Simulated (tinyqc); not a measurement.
# Illuminated p-n diode, drift-diffusion by the Gummel loop with Scharfetter-Gummel fluxes: Solar-cell figures against the SRH lifetime of electrons

Abrupt junction at x = 0, p side from -Lp, n side to Ln, ohmic contacts. psi is counted from the intrinsic level; n = ni exp((psi - phin)/Vt), p = ni exp((phip - psi)/Vt). Contacts: p side psi = V - Vt ln(Na/ni), p = Na, n = ni^2/Na; n side psi = Vt ln(Nd/ni), n = Nd, p = ni^2/Nd. Constant mobilities, D = mu Vt, Boltzmann statistics, SRH recombination through a mid-gap level, U = (n p - ni^2)/(tp (n + ni) + tn (p + ni)). Current is positive from the p contact to the n contact.

ni = sqrt(Nc Nv) exp(-Eg/(2 Vt)), Eg in volts. Poisson and both continuity equations are solved self-consistently with Scharfetter-Gummel fluxes on a graded mesh of 500 nodes. Jsc = -J(0), collected share Jsc/(q G (Lp + Ln)), estimate q G [W + Le tanh(wp/2 Le) + Lh tanh(wn/2 Lh)] at V = 0 with Le = sqrt(Dn tn), Lh = sqrt(Dp tp), W, wp = Lp - xp and wn = Ln - xn from the depletion approximation; J(Voc) = 0; Vmp maximises -J V; FF = Pmax/(Jsc Voc).

Inputs (values chosen for the exercise); band and dielectric values close to those of gallium arsenide: temperature T = 300 K; band gap Eg = 1.44 eV; relative permittivity eps_r = 12.9; conduction-band density of states at T Nc = 4.37e17 cm^-3; valence-band density of states at T Nv = 9.14e18 cm^-3; acceptor density of the p side Na = 5.2e17 cm^-3; donor density of the n side Nd = 5.4e16 cm^-3; electron mobility mun = 3500 cm^2/(V s); hole mobility mup = 230 cm^2/(V s); SRH lifetime of holes tp = 3e-9 s; length of the p side Lp = 1 um; length of the n side Ln = 3.6 um; uniform generation rate G = 1e19 cm^-3 s^-1.

Constants: q = 1.602176634e-19 C, kB = 1.380649e-23 J/K, Vt = kB T/q, eps0 = 8.8541878128e-14 F/cm where lengths are in cm. Results are converted to the units shown.

Result of one run:

| tn (s) | Jsc (mA/cm^2) | collected share (%) | estimate of Jsc (mA/cm^2) | Voc (V) | Vmp (V) | FF | Pmax (mW/cm^2) |
|---|---|---|---|---|---|---|---|
| 1e-7 | 0.293 | 39.7 | 0.293 | 0.838 | 0.725 | 0.792 | 0.194 |

What becomes of these results when the SRH lifetime of electrons tn is changed from 1e-7 to 1e-10 s, all else the same?

Result of the changed run:

| tn (s) | Jsc (mA/cm^2) | collected share (%) | estimate of Jsc (mA/cm^2) | Voc (V) | Vmp (V) | FF | Pmax (mW/cm^2) |
|---|---|---|---|---|---|---|---|
| 1e-10 | 0.286 | 38.8 | 0.287 | 0.712 | 0.584 | 0.740 | 0.151 |

The whole series:

| tn (s) | Jsc (mA/cm^2) | collected share (%) | estimate of Jsc (mA/cm^2) | Voc (V) | Vmp (V) | FF | Pmax (mW/cm^2) |
|---|---|---|---|---|---|---|---|
| 1e-10 | 0.286 | 38.8 | 0.287 | 0.712 | 0.584 | 0.740 | 0.151 |
| 1e-9 | 0.292 | 39.6 | 0.293 | 0.765 | 0.636 | 0.753 | 0.168 |
| 1e-8 | 0.293 | 39.7 | 0.293 | 0.810 | 0.684 | 0.768 | 0.182 |
| 1e-7 | 0.293 | 39.7 | 0.293 | 0.838 | 0.725 | 0.792 | 0.194 |
| 1e-6 | 0.293 | 39.7 | 0.293 | 0.851 | 0.751 | 0.816 | 0.203 |

As tn rises from 1e-10 to 1e-6, the collected share rises from 38.8 to 39.7 %, Voc rises from 0.712 to 0.851 V and FF rises from 0.740 to 0.816. The estimate of Jsc is within 0.25 % in all rows.

Numbers from tinyqc (`OMP_NUM_THREADS=1 python tinyqc.py 2240093 2240094 out.jsonl`; about 0.7 s on one thread of a shared Intel Xeon 2.30GHz).
